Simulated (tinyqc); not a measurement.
## Stacked nanosheet transistor, parasitic resistance, capacitance and delay: effect of the wire load

Ns sheets share one contact on top; each has perimeter p = 2 (Ws + ts) and cross-section A = Ws ts; contact width Wc = Ws + 10 nm, stack height Hs = Ns pv. Sheet 1 is the top one. Contact length Lc = CPP - Lg - 2 Lsp, shared by two neighbouring gates. Source and drain sides are equal. The formulas are first-order estimates, not field solutions.

Epitaxy sheet resistance Rsh = re/te, transfer length LT = sqrt(rc/Rsh), contact Rc = [sqrt(rc Rsh)/Wc] coth(Lc/(2 LT)); extension of one sheet Rx = rx Lsp/A. With N sheets: gate Cg = Cinv p N Lg; per side, plate Cp = ks eps0 [Wc (Hs + Hc) - N A]/Lsp, top fringe Cf = (2/pi) ks eps0 Wc ln(1 + Lg/(2 Lsp)), overlap Co = Cinv p N Lov. One sheet: I = p Q vx u/(1 + |u|^1.8)^(1/1.8), Q = Cinv n Vt ln(1 + exp((Vg' - VT + dl Vd')/(n Vt))), u = Vd' mu/(vx Lg), Vg' = Vgs - v, Vd' = Vds - 2 v, with the drop on each side v_j = Rc sum I + rv (sum over levels k = 2..j of the current of sheets k..Ns) + Rx I_j. Ieff = [I(Vgs = Vdd, Vds = Vdd/2) + I(Vdd/2, Vdd)]/2, total currents. With Cs = Cp + Cf + Co, the load of an inverter of two such devices driving an equal one is CL = 2 (Cg + 2 Cs) + 4 Cs + Cw (own drains counted twice for the Miller effect); delay CL Vdd/(2 Ieff).

Values chosen for this exercise; values close to those of silicon logic devices:
- T = 300 K (temperature)
- Ns = 2 (number of sheets)
- Ws = 40 nm (sheet width)
- ts = 5 nm (sheet thickness)
- pv = 12 nm (vertical pitch of the sheets)
- rv = 91 ohm (vertical resistance between sheet levels)
- CPP = 54 nm (contacted gate pitch)
- Lg = 16 nm (gate length)
- Lsp = 4 nm (spacer length)
- ks = 4.5 (relative permittivity of the spacer)
- Hc = 25 nm (gate height above the channel stack)
- rc = 1.4e-9 ohm cm^2 (contact resistivity)
- re = 0.00029 ohm cm (resistivity of the source-drain epitaxy)
- te = 15 nm (current-carrying depth of the epitaxy)
- rx = 0.0013 ohm cm (resistivity of the extension)
- Lov = 1.5 nm (gate overlap)
- Cinv = 2.5 uF/cm^2 (inversion capacitance)
- vx = 9.6e6 cm/s (injection velocity)
- mu = 180 cm^2/(V s) (apparent mobility)
- VT = 0.21 V (threshold at zero drain voltage)
- dl = 0.069 V/V (barrier lowering)
- n = 1.1 (subthreshold factor)
- Vdd = 0.8 V (supply voltage)

Constants: q = 1.602176634e-19 C, kB = 1.380649e-23 J/K, eps0 = 8.8541878128e-12 F/m, Vt = kB T/q. Results are converted to the units shown.

The same in every row: Rc (ohm) = 205.6; Rx/N (ohm) = 130.0; Ieff (uA) = 150.9.

Effect of the wire load:
```
Cw (fF),CL (aF),delay (ps)
0.02,392.5,1.041
0.043,415.5,1.102
0.093,465.5,1.234
0.2,572.5,1.518
0.43,802.5,2.128
0.93,1303,3.453
2,2373,6.290
```

As Cw goes from 0.02 to 2 fF, Ieff stays at 151 uA, CL rises from 393 to 2370 aF and the delay rises from 1.04 to 6.29 ps.

Computed by the program tinyqc: `OMP_NUM_THREADS=1 python tinyqc.py 2170080 2170081 out.jsonl`, one thread of a shared Intel Xeon 2.30GHz, about 0.06 s for the whole run.
